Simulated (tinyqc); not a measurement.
A short-path metal as competitor: size effects in the resistivity of thin metal films and interconnect lines. Computed by tinyqc, a small Python program. Command: `OMP_NUM_THREADS=1 python tinyqc.py 3020576 3020577 out.jsonl size walk`. One thread of a shared host (Intel(R) Xeon(R) Processor @ 2.30GHz), about 0.01 s of CPU time with the checks.

Electrons lose their drift at surfaces (a share 1 - p of the hits) and at grain boundaries (reflection R), besides bulk scattering. The line sits in a trench with a non-conducting liner on both walls and the bottom; the spacing equals the drawn width.

Inputs (values chosen for the exercise, modelled on copper): bulk resistivity rho_b = 1.66 microohm cm; bulk mean free path lambda = 37.5 nm; specularity p = 0.72; grain-boundary reflection R = 0.63; grain size over metal width = 1.2; aspect ratio (height over width) = 2.8; liner thickness t = 0.9 nm; competitor: rho_b relative to this metal = 2.1; competitor: lambda relative to this metal = 0.2; competitor: liner relative to t = 0.4.

Geometry: line.

Method:
- Fuchs-Sondheimer film: rho_b/rho = 1 - (3/(2 kappa))(1 - p) int_0^1 (s - s^3)(1 - exp(-kappa/s))/(1 - p exp(-kappa/s)) ds, f = rho/rho_b, kappa = thickness/lambda, 80 Gauss-Legendre points.
- Line: the excess of a film of thickness w_m and of a film of thickness h_m are added, rho/rho_b = 1 + (f(w_m) - 1) + (f(h_m) - 1), an estimate that holds best when both sides exceed lambda.
- Mayadas-Shatzkes: alpha = (lambda/D) R/(1 - R); rho_b/rho = 1 - 3 alpha/2 + 3 alpha^2 - 3 alpha^3 ln(1 + 1/alpha).
- w_m = w - 2t, h_m = (aspect ratio) w - t, D = (ratio) w_m; rho = rho_b [1 + surface excess + grain excess].
- Effective resistivity rho (aspect ratio) w^2/(w_m h_m) for the metal with its liner, for the same metal without liner, and for a competitor with its own rho_b, lambda and liner, and for that competitor with the liner t; p, R, aspect and grain ratios are the same.

Effective resistivity (microohm cm):
```
w (nm)  this metal  without liner  competitor  competitor, liner t
200          2.365          2.334       3.795                3.821
100          3.076          2.987       4.102                4.162
50           4.563          4.276       4.721                4.871
30           6.719          5.981       5.563                5.889
20           9.740          8.103       6.654                7.302
14          14.250         10.821       8.132                9.393
10          21.616         14.432      10.251               12.779
7           36.601         19.830      13.794               19.597
5           68.206         27.001      19.321               33.806
```

The competitor wins below a width between 50.0 and 30.0 nm. In narrow lines rho scales as rho_b lambda/w, and the product rho_b lambda of the competitor is 0.42 times this metal's. At the narrowest width the liner costs this metal a factor 2.53. With the same liner the competitor wins below a width between 50.0 and 30.0 nm; at the narrowest width the thinner liner lowers it from 33.8 to 19.3. Rows with w - 2t below lambda stretch the additive estimate. Metal widths below about 5 nm are outside this semiclassical model.

Extremes, crossings and ranges named in words are read from the listed rows.
